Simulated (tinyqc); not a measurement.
Gain spectrum: optical gain and spontaneous emission in a bulk direct-gap semiconductor.

Parabolic bands, vertical transitions, no excitons. For each hole band j: mr = me mj/(me + mj); joint density of states J_j(E) = (mr/c)^(3/2) sqrt(E - Eg)/(2 pi^2), both spins, c = hbar^2/2m0; averaged matrix element |e.p|^2 = m0 Ep/6; alpha_j(E) = 4 pi^2 alpha_f c Ep J_j/(3 nr E) in 1/angstrom (alpha_f the fine-structure constant, listed as alpha among the constants), times 1e8 for 1/cm.

F_j(eta) = (1/Gamma(j + 1)) integral_0^infinity x^j dx/(1 + exp(x - eta)), which tends to exp(eta) for eta << 0.

Quasi-Fermi levels: n = Nc F_1/2(Fc/kT) and p = Nv F_1/2(Fv/kT), Fc counted up from the conduction edge and Fv down from the valence edge; Nc, Nv from N = 2 (m kB T/(4 pi c))^(3/2) with c = hbar^2/2m0, in 1/angstrom^3; times 1e24 for 1/cm^3, with me and (mhh^(3/2) + mlh^(3/2))^(2/3).

For band j the electron sits at Ee = (E - Eg) mr/me above its edge and the hole at Eh = (E - Eg) mr/mj; fe = 1/(1 + exp((Ee - Fc)/kT)), fh = 1/(1 + exp((Eh - Fv)/kT)); gain g = sum_j alpha_j (fe + fh - 1).

Constants: hbar^2/2m0 = 3.80998211 eV angstrom^2; fine-structure constant alpha = 0.007297352564; kB = 8.617333262e-05 eV/K.

Parameters, chosen for this exercise (near those of InGaAs; the results hold for these values, not for the real material): Eg = 0.771 eV (direct gap); me = 0.0414 m0 (electron mass); mhh = 0.462 m0 (heavy-hole mass); mlh = 0.0517 m0 (light-hole mass); Ep = 22.2 eV (Kane energy); nr = 3.54 (refractive index); T = 400 K; n = 3.3e+18 1/cm^3 (injected density, n = p).

At the density n.

Spectrum:

| E - Eg (eV) | alpha, empty (1/cm) | fe, heavy | fh, heavy | g (1/cm) |
|---|---|---|---|---|
| 0.005 | 1551 | 0.995 | 0.221 | 332 |
| 0.010 | 2180 | 0.995 | 0.219 | 455 |
| 0.020 | 3044 | 0.993 | 0.215 | 603 |
| 0.030 | 3681 | 0.991 | 0.211 | 691 |
| 0.045 | 4426 | 0.987 | 0.205 | 762 |
| 0.060 | 5018 | 0.980 | 0.199 | 785 |
| 0.080 | 5658 | 0.967 | 0.192 | 754 |
| 0.100 | 6181 | 0.945 | 0.185 | 652 |
| 0.130 | 6813 | 0.886 | 0.174 | 320 |
| 0.170 | 7459 | 0.728 | 0.161 | -631 |
| 0.220 | 8058 | 0.414 | 0.145 | -2688 |

Fc + Fv = 0.1470 eV

g is positive below E - Eg = 0.1470 eV; the largest value listed is 785 1/cm at 0.060 eV. At 0.220 eV above the gap g is -0.33 times the absorption of the empty crystal, whose limit is -1.

(tinyqc, `OMP_NUM_THREADS=1 python tinyqc.py 1651832 1651833 out.jsonl`, Intel(R) Xeon(R) Processor @ 2.30GHz, 1 thread, shared host, about 0.09 s.)
